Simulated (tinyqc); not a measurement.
RHF in the 6-311g basis, for He, spin multiplicity 1, step by step. One step of it, computed by the program tinyqc.

Question. Iteration 1: building the Fock matrix. J_ij = sum D_kl (ij|kl), K_ij = sum D_kl (ik|jl); F = H + J - 0.5 K; E = tr D H + tr D J / 2 - 0.25 tr D K + E_nn.

D at the start, order 1He 1s, 1He 2s, 1He 3s:
$$\begin{pmatrix}
4.051320 & -5.091422 & 2.238986 \\
-5.091422 & 6.398552 & -2.813805 \\
2.238986 & -2.813805 & 1.237389
\end{pmatrix}$$

core Hamiltonian H = T + V (hartree), order 1He 1s, 1He 2s, 1He 3s:
$$\begin{pmatrix}
-0.449189 & -2.025351 & -1.309466 \\
-2.025351 & -1.672714 & -1.363028 \\
-1.309466 & -1.363028 & -1.211479
\end{pmatrix}$$

Two-electron integrals (ij|kl) in chemists' order, unique and non-zero (hartree):
```
(11|11) 2.395117   (21|11) 1.347337   (21|21) 0.798707   (22|11) 1.358411
(22|21) 0.863847   (22|22) 1.054927   (31|11) 0.614121   (31|21) 0.368625
(31|22) 0.406802   (31|31) 0.170715   (32|11) 0.842709   (32|21) 0.547009
(32|22) 0.700418   (32|31) 0.259418   (32|32) 0.476676   (33|11) 0.767030
(33|21) 0.510236   (33|22) 0.697580   (33|31) 0.244176   (33|32) 0.494732
(33|33) 0.558022
```

nuclear repulsion = 0 hartree

Give: Coulomb J; exchange K; Fock matrix F; total energy of this density.

Answer.

Coulomb J (hartree), order 1He 1s, 1He 2s, 1He 3s:
$$\begin{pmatrix}
3.6322 & 2.0565 & 0.9440 \\
2.0565 & 2.2001 & 1.4169 \\
0.9440 & 1.4169 & 1.3751
\end{pmatrix}$$

exchange K (hartree), order 1He 1s, 1He 2s, 1He 3s:
$$\begin{pmatrix}
1.9810 & 0.3524 & 0.0567 \\
0.3524 & 0.2871 & 0.1501 \\
0.0567 & 0.1501 & 0.0998
\end{pmatrix}$$

Fock matrix F (hartree), order 1He 1s, 1He 2s, 1He 3s:
$$\begin{pmatrix}
2.1925 & -0.1451 & -0.3938 \\
-0.1451 & 0.3839 & -0.0212 \\
-0.3938 & -0.0212 & 0.1137
\end{pmatrix}$$

total energy of this density = 9.860560 hartree
